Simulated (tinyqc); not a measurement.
Hot carriers by balance equations with a heated Maxwellian. Changing the lattice temperature T. Computed by tinyqc, a small Python program. Command: `OMP_NUM_THREADS=1 python tinyqc.py 3016546 3016547 out.jsonl hot sweep`. One thread of a shared host (Intel(R) Xeon(R) Processor @ 2.30GHz), about 0.1 s of CPU time with the checks.

The carriers follow a Maxwellian at an electron temperature T_e, slightly displaced; the drift energy is neglected against k_B T_e. The balance averages the rate, not the time, so mu_0 lies below the relaxation-time value.

Inputs (values chosen for the exercise, modelled on electrons in germanium):
```
quantity,value,unit
effective mass m,0.224,m_0
density rho,5323,kg/m^3
sound velocity v_l,5350,m/s
acoustic deformation potential D_A,11,eV
phonon energy hbar w,32.9,meV
optical or intervalley deformation potential D_o,5.5,1e8 eV/cm
final valleys Z_f,3,-
electric field F,1.2,kV/cm
mixing,0.2,-
iteration cap,300,-
```

Band: parabolic. Solver: damped fixed point.

Constants: k_B = 8.617333262e-05 eV/K; k_B = 1.380649e-23 J/K; e = 1.602176634e-19 C; hbar = 1.054571817e-34 J s; m_0 = 9.1093837015e-31 kg; hbar = 6.582119569e-16 eV s.

Method:
- Parabolic band: E = hbar^2 k^2/(2 m), speed v = hbar k/m, states per spin, volume and energy g(E) = m k/(2 pi^2 hbar^2). Masses are multiplied by m_0 and all formulas are in SI units.
- Phonon occupation N_q = 1/(exp(hbar w/(k_B T)) - 1).
- Acoustic deformation potential (elastic, equipartition, absorption and emission together): 1/tau = 2 pi k_B T D_A^2 g(E)/(hbar rho v_l^2).
- Optical or intervalley deformation potential: 1/tau = (pi Z_f D_o^2/(rho w)) [N_q g(E + hbar w) + (N_q + 1) g(E - hbar w)], with g = 0 below the band edge.
- Averages over the Maxwellian, <y> = int y x^(1/2) exp(-x) dx / int x^(1/2) exp(-x) dx with x = E/(k_B T_e), split at x_0 = hbar w/(k_B T_e): 64 Gauss-Legendre points in sqrt(x) below it and 128 in sqrt(x - x_0) above it, up to x = 32. Momentum balance: mu(T_e) = e/(m nu), nu = <x (sum of rates)>/<x>. Power lost per carrier: P(T_e) = hbar w <emission rate - absorption rate> + <(2 m v_l^2/(k_B T)) (E - 2 k_B T) acoustic rate>.
- Energy relaxation time at weak heating: tau_E = (3/2) k_B / (dP/dT_e), the derivative by a central difference of +/- 0.5 K at T_e = T.
- Fixed point: T_out = T + (T_e - T) e mu(T_e) F^2/P(T_e), T_new = T_e + mixing (T_out - T_e).
- Start at T_e = 1.5 T; stop when T_e moves by less than 1e-6 K or exceeds 1e6 K.
- v = mu(T_e) F; warm-carrier coefficient (mu/mu_0 - 1)/F^2.

One run for each value:
```
lattice temperature T (K),drift velocity (1e7 cm/s),low-field mobility mu_0 (cm^2/(V s)),electron temperature T_e (K),energy relaxation time tau_E (ps)
80,0.73601,18004,223.68,5.8721
110,0.61378,9789,217.69,2.8640
140,0.50179,6199,220.62,2.0549
190,0.35630,3567,241.79,1.6198
250,0.24546,2230,283.74,1.4751
340,0.15595,1349,361.25,1.4520
450,0.10206,866,464.43,1.5105
600,0.06597,555,610.03,1.6281
```

What does the table show, and why?

Over the rows, drift velocity (1e7 cm/s) falls from 0.736 to 0.0660 (exponent d ln y / d ln x -0.57 between the first rows and -1.5 between the last); low-field mobility mu_0 (cm^2/(V s)) falls from 18000 to 555 (exponent d ln y / d ln x -1.9 between the first rows and -1.5 between the last); electron temperature T_e (K) goes from 224 through a minimum among these rows, 218 at 110, to 610. mu_0 changes by a factor 32.5 over the table and the drift velocity at this field by 11.2: hot carriers care less about the lattice temperature.

Caution (rows 80.0, 110, 140): the drift energy m v^2/2 is not small against the heating (3/2) k_B (T_e - T), so T_e - T is rough.

Extremes, crossings and ranges named in words are read from the listed rows.
